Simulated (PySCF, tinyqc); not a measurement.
Inside a calculation. Method: RHF in the sto-3g basis, for Be, spin multiplicity 1. This run ends on a higher stationary point, not on the lowest solution. The lowest restricted solution is unstable here: a spin-polarised one lies 0.0012 hartree lower (PySCF). Computed by tinyqc, a small Python program that keeps every step (integrals from PySCF). Settings: charge = 0, multiplicity = 1, basis = sto-3g, energy threshold = 1e-08, iteration cap = 73, orthogonalisation = symmetric, start = Wolfsberg-Helmholz matrix, DIIS depth = 4, method = RHF. Command: `OMP_NUM_THREADS=1 python tinyqc.py 22107 22108 out.jsonl` (the two numbers bound the seeds that draw the settings). One thread of a shared host (Intel(R) Xeon(R) Processor @ 2.60GHz), about 0.05 s of CPU time with the checks. Later iterations appear only in the table of the cycle.

## One-electron integrals

Geometry (angstrom):

| atom | x | y | z |
|---|---|---|---|
| Be | 0.0000 | 0.0000 | 0.0000 |

Basis sto-3g: exponents (1/bohr^2) and contraction coefficients of normalised primitives:

| element | l (shell) | exponent | coefficient |
|---|---|---|---|
| Be | s (1) | 30.1679 | 0.1543 |
| Be | s (1) | 5.4951 | 0.5353 |
| Be | s (1) | 1.4872 | 0.4446 |
| Be | s (2) | 1.3148 | -0.1000 |
| Be | s (2) | 0.3055 | 0.3995 |
| Be | s (2) | 0.0994 | 0.7001 |
| Be | p (3) | 1.3148 | 0.1559 |
| Be | p (3) | 0.3055 | 0.6077 |
| Be | p (3) | 0.0994 | 0.3920 |

Overlap, kinetic and nuclear-attraction integrals over the contracted functions; the nuclear repulsion is the sum of Za Zb / Rab.

nuclear repulsion = 0 hartree

overlap S, lower triangle:
```
         1Be 1s  1Be 2s  1Be 2px  1Be 2py  1Be 2pz
1Be 1s   1.0000
1Be 2s   0.2595  1.0000
1Be 2px  0.0000  0.0000   1.0000
1Be 2py  0.0000  0.0000   0.0000   1.0000
1Be 2pz  0.0000  0.0000   0.0000   0.0000   1.0000
```

kinetic energy T (hartree), lower triangle:
```
          1Be 1s  1Be 2s  1Be 2px  1Be 2py  1Be 2pz
1Be 1s    6.6940
1Be 2s   -0.0330  0.2111
1Be 2px   0.0000  0.0000   0.6606
1Be 2py   0.0000  0.0000   0.0000   0.6606
1Be 2pz   0.0000  0.0000   0.0000   0.0000   0.6606
```

nuclear attraction V (hartree), lower triangle:
```
           1Be 1s   1Be 2s  1Be 2px  1Be 2py  1Be 2pz
1Be 1s   -14.5611
1Be 2s    -1.8992  -2.3133
1Be 2px    0.0000   0.0000  -2.2947
1Be 2py    0.0000   0.0000   0.0000  -2.2947
1Be 2pz    0.0000   0.0000   0.0000   0.0000  -2.2947
```

core Hamiltonian H = T + V (hartree), lower triangle:
```
          1Be 1s   1Be 2s  1Be 2px  1Be 2py  1Be 2pz
1Be 1s   -7.8671
1Be 2s   -1.9323  -2.1022
1Be 2px   0.0000   0.0000  -1.6342
1Be 2py   0.0000   0.0000   0.0000  -1.6342
1Be 2pz   0.0000   0.0000   0.0000   0.0000  -1.6342
```

## Two-electron integrals

Functions are numbered as in S; the eight-fold symmetry (ij|kl) = (ji|kl) = (kl|ij) leaves the list below.

Two-electron integrals (ij|kl) in chemists' order, unique and non-zero (hartree):
```
(11|11) 2.2988   (21|11) 0.3920   (21|21) 0.0795   (22|11) 0.5710
(22|21) 0.1430   (22|22) 0.4177   (31|31) 0.0146   (32|31) 0.0219
(32|32) 0.0923   (33|11) 0.5696   (33|21) 0.1431   (33|22) 0.4176
(33|33) 0.4499   (41|41) 0.0146   (42|41) 0.0219   (42|42) 0.0923
(43|43) 0.0242   (44|11) 0.5696   (44|21) 0.1431   (44|22) 0.4176
(44|33) 0.4014   (44|44) 0.4499   (51|51) 0.0146   (52|51) 0.0219
(52|52) 0.0923   (53|53) 0.0242   (54|54) 0.0242   (55|11) 0.5696
(55|21) 0.1431   (55|22) 0.4176   (55|33) 0.4014   (55|44) 0.4014
(55|55) 0.4499
```

## Orthogonalisation

S = U s U^T; symmetric (Loewdin) form X = U s^(-1/2) U^T, so that X^T S X = 1.

eigenvalues of S: 0.7405  1.0000  1.0000  1.0000  1.2595

X, lower triangle:
```
          1Be 1s  1Be 2s  1Be 2px  1Be 2py  1Be 2pz
1Be 1s    1.0266
1Be 2s   -0.1355  1.0266
1Be 2px   0.0000  0.0000   1.0000
1Be 2py   0.0000  0.0000   0.0000   1.0000
1Be 2pz   0.0000  0.0000   0.0000   0.0000   1.0000
```

## Starting guess

The start is the generalised Wolfsberg-Helmholz matrix (K = 1.75) built on H; D = 2 C_occ C_occ^T.

D at the start, lower triangle:
```
         1Be 1s  1Be 2s  1Be 2px  1Be 2py  1Be 2pz
1Be 1s   1.9584
1Be 2s   0.0746  0.0028
1Be 2px  0.0000  0.0000   2.0000
1Be 2py  0.0000  0.0000   0.0000   0.0000
1Be 2pz  0.0000  0.0000   0.0000   0.0000   0.0000
```

## Iteration 1: building the Fock matrix

J_ij = sum D_kl (ij|kl), K_ij = sum D_kl (ik|jl); F = H + J - 0.5 K; E = tr D H + tr D J / 2 - 0.25 tr D K + E_nn.

Coulomb J (hartree), lower triangle:
```
         1Be 1s  1Be 2s  1Be 2px  1Be 2py  1Be 2pz
1Be 1s   5.7014
1Be 2s   1.0662  1.9760
1Be 2px  0.0000  0.0000   2.0377
1Be 2py  0.0000  0.0000   0.0000   1.9407
1Be 2pz  0.0000  0.0000   0.0000   0.0000   1.9407
```

exchange K (hartree), lower triangle:
```
         1Be 1s  1Be 2s  1Be 2px  1Be 2py  1Be 2pz
1Be 1s   4.5900
1Be 2s   0.8605  0.3628
1Be 2px  0.0000  0.0000   0.9319
1Be 2py  0.0000  0.0000   0.0000   0.0806
1Be 2pz  0.0000  0.0000   0.0000   0.0000   0.0806
```

Fock matrix F (hartree), lower triangle:
```
          1Be 1s   1Be 2s  1Be 2px  1Be 2py  1Be 2pz
1Be 1s   -4.4608
1Be 2s   -1.2963  -0.3076
1Be 2px   0.0000   0.0000  -0.0623
1Be 2py   0.0000   0.0000   0.0000   0.2663
1Be 2pz   0.0000   0.0000   0.0000   0.0000   0.2663
```

total energy of this density = -14.012464 hartree

## Iteration 1: diagonalisation and new density

Diagonalise F' = X^T F X, C = X C', fill 2 alpha and 2 beta electrons from the bottom; D = 2 C_occ C_occ^T. Each column has its largest component positive (the first on a tie).

F' = X^T F X (hartree), lower triangle:
```
         1        2        3       4       5
1  -4.3459
2  -0.7265  -0.0454
3   0.0000   0.0000  -0.0623
4   0.0000   0.0000   0.0000  0.2663
5   0.0000   0.0000   0.0000  0.0000  0.2663
```

orbital energies (hartree): MO1 -4.4653, MO2 -0.0623, MO3 0.0740, MO4 0.2663, MO5 0.2663

coefficients C:
```
            MO1     MO2      MO3     MO4     MO5
1Be 1s   0.9910  0.0000  -0.3002  0.0000  0.0000
1Be 2s   0.0328  0.0000   1.0350  0.0000  0.0000
1Be 2px  0.0000  1.0000   0.0000  0.0000  0.0000
1Be 2py  0.0000  0.0000   0.0000  1.0000  0.0000
1Be 2pz  0.0000  0.0000   0.0000  0.0000  1.0000
```

D after iteration 1, lower triangle:
```
         1Be 1s  1Be 2s  1Be 2px  1Be 2py  1Be 2pz
1Be 1s   1.9641
1Be 2s   0.0649  0.0021
1Be 2px  0.0000  0.0000   2.0000
1Be 2py  0.0000  0.0000   0.0000   0.0000
1Be 2pz  0.0000  0.0000   0.0000   0.0000   0.0000
```

Within a degenerate level the vectors are fixed only up to a rotation; this is one choice.

## Iteration 2: building the Fock matrix

As before.

Coulomb J (hartree), lower triangle:
```
         1Be 1s  1Be 2s  1Be 2px  1Be 2py  1Be 2pz
1Be 1s   5.7065
1Be 2s   1.0668  1.9762
1Be 2px  0.0000  0.0000   2.0379
1Be 2py  0.0000  0.0000   0.0000   1.9409
1Be 2pz  0.0000  0.0000   0.0000   0.0000   1.9409
```

exchange K (hartree), lower triangle:
```
         1Be 1s  1Be 2s  1Be 2px  1Be 2py  1Be 2pz
1Be 1s   4.5955
1Be 2s   0.8563  0.3602
1Be 2px  0.0000  0.0000   0.9314
1Be 2py  0.0000  0.0000   0.0000   0.0802
1Be 2pz  0.0000  0.0000   0.0000   0.0000   0.0802
```

Fock matrix F (hartree), lower triangle:
```
          1Be 1s   1Be 2s  1Be 2px  1Be 2py  1Be 2pz
1Be 1s   -4.4583
1Be 2s   -1.2936  -0.3061
1Be 2px   0.0000   0.0000  -0.0619
1Be 2py   0.0000   0.0000   0.0000   0.2667
1Be 2pz   0.0000   0.0000   0.0000   0.0000   0.2667
```

total energy of this density = -14.012690 hartree

## Iteration 2: DIIS over 2 matrices

error matrix X^T (FDS - SDF) X:
```
        1        2       3       4       5
1  0.0000  -0.0041  0.0000  0.0000  0.0000
2  0.0041   0.0000  0.0000  0.0000  0.0000
3  0.0000   0.0000  0.0000  0.0000  0.0000
4  0.0000   0.0000  0.0000  0.0000  0.0000
5  0.0000   0.0000  0.0000  0.0000  0.0000
```

B (overlaps of the stored error matrices):
```
               1              2
1  3.7521214e-03  3.5619779e-04
2  3.5619779e-04  3.3814702e-05
```

Minimise |sum c_i e_i|^2 with sum c_i = 1: solve [B -1; -1 0][c; lambda] = [0; -1] with B_ij = tr e_i^T e_j, and take F = sum c_i F_i.

DIIS coefficients: -0.1049  1.1049

extrapolated F (hartree), lower triangle:
```
          1Be 1s   1Be 2s  1Be 2px  1Be 2py  1Be 2pz
1Be 1s   -4.4581
1Be 2s   -1.2933  -0.3060
1Be 2px   0.0000   0.0000  -0.0619
1Be 2py   0.0000   0.0000   0.0000   0.2667
1Be 2pz   0.0000   0.0000   0.0000   0.0000   0.2667
```

## Iteration 2: diagonalisation and new density

As before.

F' = X^T F X (hartree), lower triangle:
```
         1        2        3       4       5
1  -4.3439
2  -0.7239  -0.0444
3   0.0000   0.0000  -0.0619
4   0.0000   0.0000   0.0000  0.2667
5   0.0000   0.0000   0.0000  0.0000  0.2667
```

orbital energies (hartree): MO1 -4.4625, MO2 -0.0619, MO3 0.0742, MO4 0.2667, MO5 0.2667

coefficients C:
```
            MO1     MO2      MO3     MO4     MO5
1Be 1s   0.9911  0.0000  -0.2997  0.0000  0.0000
1Be 2s   0.0322  0.0000   1.0350  0.0000  0.0000
1Be 2px  0.0000  1.0000   0.0000  0.0000  0.0000
1Be 2py  0.0000  0.0000   0.0000  1.0000  0.0000
1Be 2pz  0.0000  0.0000   0.0000  0.0000  1.0000
```

D after iteration 2, lower triangle:
```
         1Be 1s  1Be 2s  1Be 2px  1Be 2py  1Be 2pz
1Be 1s   1.9647
1Be 2s   0.0639  0.0021
1Be 2px  0.0000  0.0000   2.0000
1Be 2py  0.0000  0.0000   0.0000   0.0000
1Be 2pz  0.0000  0.0000   0.0000   0.0000   0.0000
```

Within a degenerate level the vectors are fixed only up to a rotation; this is one choice.

## Iteration 3: building the Fock matrix

As before.

Coulomb J (hartree), lower triangle:
```
         1Be 1s  1Be 2s  1Be 2px  1Be 2py  1Be 2pz
1Be 1s   5.7071
1Be 2s   1.0669  1.9762
1Be 2px  0.0000  0.0000   2.0380
1Be 2py  0.0000  0.0000   0.0000   1.9410
1Be 2pz  0.0000  0.0000   0.0000   0.0000   1.9410
```

exchange K (hartree), lower triangle:
```
         1Be 1s  1Be 2s  1Be 2px  1Be 2py  1Be 2pz
1Be 1s   4.5961
1Be 2s   0.8559  0.3600
1Be 2px  0.0000  0.0000   0.9314
1Be 2py  0.0000  0.0000   0.0000   0.0802
1Be 2pz  0.0000  0.0000   0.0000   0.0000   0.0802
```

Fock matrix F (hartree), lower triangle:
```
          1Be 1s   1Be 2s  1Be 2px  1Be 2py  1Be 2pz
1Be 1s   -4.4581
1Be 2s   -1.2933  -0.3060
1Be 2px   0.0000   0.0000  -0.0619
1Be 2py   0.0000   0.0000   0.0000   0.2667
1Be 2pz   0.0000   0.0000   0.0000   0.0000   0.2667
```

total energy of this density = -14.012692 hartree

## Iteration 3: DIIS over 3 matrices

error matrix X^T (FDS - SDF) X:
```
        1       2       3       4       5
1  0.0000  0.0000  0.0000  0.0000  0.0000
2  0.0000  0.0000  0.0000  0.0000  0.0000
3  0.0000  0.0000  0.0000  0.0000  0.0000
4  0.0000  0.0000  0.0000  0.0000  0.0000
5  0.0000  0.0000  0.0000  0.0000  0.0000
```

B (overlaps of the stored error matrices), lower triangle:
```
               1              2              3
1  3.7521214e-03
2  3.5619779e-04  3.3814702e-05
3  1.3477835e-07  1.2794828e-08  4.8413153e-12
```

As before.

DIIS coefficients: -0.0470  0.4951  0.5519

extrapolated F (hartree), lower triangle:
```
          1Be 1s   1Be 2s  1Be 2px  1Be 2py  1Be 2pz
1Be 1s   -4.4581
1Be 2s   -1.2933  -0.3060
1Be 2px   0.0000   0.0000  -0.0619
1Be 2py   0.0000   0.0000   0.0000   0.2667
1Be 2pz   0.0000   0.0000   0.0000   0.0000   0.2667
```

## Iteration 3: diagonalisation and new density

As before.

F' = X^T F X (hartree), lower triangle:
```
         1        2        3       4       5
1  -4.3439
2  -0.7239  -0.0444
3   0.0000   0.0000  -0.0619
4   0.0000   0.0000   0.0000  0.2667
5   0.0000   0.0000   0.0000  0.0000  0.2667
```

orbital energies (hartree): MO1 -4.4625, MO2 -0.0619, MO3 0.0742, MO4 0.2667, MO5 0.2667

coefficients C:
```
            MO1     MO2      MO3     MO4     MO5
1Be 1s   0.9911  0.0000  -0.2997  0.0000  0.0000
1Be 2s   0.0322  0.0000   1.0350  0.0000  0.0000
1Be 2px  0.0000  1.0000   0.0000  0.0000  0.0000
1Be 2py  0.0000  0.0000   0.0000  1.0000  0.0000
1Be 2pz  0.0000  0.0000   0.0000  0.0000  1.0000
```

D after iteration 3, lower triangle:
```
         1Be 1s  1Be 2s  1Be 2px  1Be 2py  1Be 2pz
1Be 1s   1.9647
1Be 2s   0.0639  0.0021
1Be 2px  0.0000  0.0000   2.0000
1Be 2py  0.0000  0.0000   0.0000   0.0000
1Be 2pz  0.0000  0.0000   0.0000   0.0000   0.0000
```

Within a degenerate level the vectors are fixed only up to a rotation; this is one choice.

## Iteration 4 (converged): orbitals

converged F (hartree), lower triangle:
```
          1Be 1s   1Be 2s  1Be 2px  1Be 2py  1Be 2pz
1Be 1s   -4.4581
1Be 2s   -1.2933  -0.3060
1Be 2px   0.0000   0.0000  -0.0619
1Be 2py   0.0000   0.0000   0.0000   0.2667
1Be 2pz   0.0000   0.0000   0.0000   0.0000   0.2667
```

As before.

F' = X^T F X (hartree), lower triangle:
```
         1        2        3       4       5
1  -4.3439
2  -0.7239  -0.0444
3   0.0000   0.0000  -0.0619
4   0.0000   0.0000   0.0000  0.2667
5   0.0000   0.0000   0.0000  0.0000  0.2667
```

orbital energies (hartree): MO1 -4.4625, MO2 -0.0619, MO3 0.0742, MO4 0.2667, MO5 0.2667

coefficients C:
```
            MO1     MO2      MO3     MO4     MO5
1Be 1s   0.9911  0.0000  -0.2997  0.0000  0.0000
1Be 2s   0.0322  0.0000   1.0350  0.0000  0.0000
1Be 2px  0.0000  1.0000   0.0000  0.0000  0.0000
1Be 2py  0.0000  0.0000   0.0000  1.0000  0.0000
1Be 2pz  0.0000  0.0000   0.0000  0.0000  1.0000
```

D after iteration 4, lower triangle:
```
         1Be 1s  1Be 2s  1Be 2px  1Be 2py  1Be 2pz
1Be 1s   1.9647
1Be 2s   0.0639  0.0021
1Be 2px  0.0000  0.0000   2.0000
1Be 2py  0.0000  0.0000   0.0000   0.0000
1Be 2pz  0.0000  0.0000   0.0000   0.0000   0.0000
```

Within a degenerate level the vectors are fixed only up to a rotation; this is one choice.

## Convergence

Stop when the energy changes by less than 1e-08 hartree and every element of the error matrix X^T (F D S - S D F) X is below 3e-05.

Course of the cycle:

| iteration | E (hartree) | change | largest element of the error matrix |
|---|---|---|---|
| 1 | -14.012464 | - | 4.33e-02 |
| 2 | -14.012690 | -2.26e-04 | 4.11e-03 |
| 3 | -14.012692 | -2.06e-06 | 1.56e-06 |
| 4 | -14.012692 | -2.34e-13 | 6.97e-07 |

PySCF RHF in the same basis = -14.351880 hartree

Converged in 4 iterations. But the solution lies 0.33919 hartree above the reference: it is another stationary point, not the lowest restricted one. Reruns (cap 100 unless said): DIIS 8: converged in 4 to a higher stationary point; damping 0.5: converged in 16 to a higher stationary point; level shift 0.5: converged in 6 to a higher stationary point; atomic densities as start, DIIS 8: converged in 3.

## Populations

Mulliken: Z minus the diagonal of D S on the atom; Loewdin: the same with S^(1/2) D S^(1/2).

Charges (e):

| atom | Mulliken | Loewdin |
|---|---|---|
| 1Be | 0 | 0 |
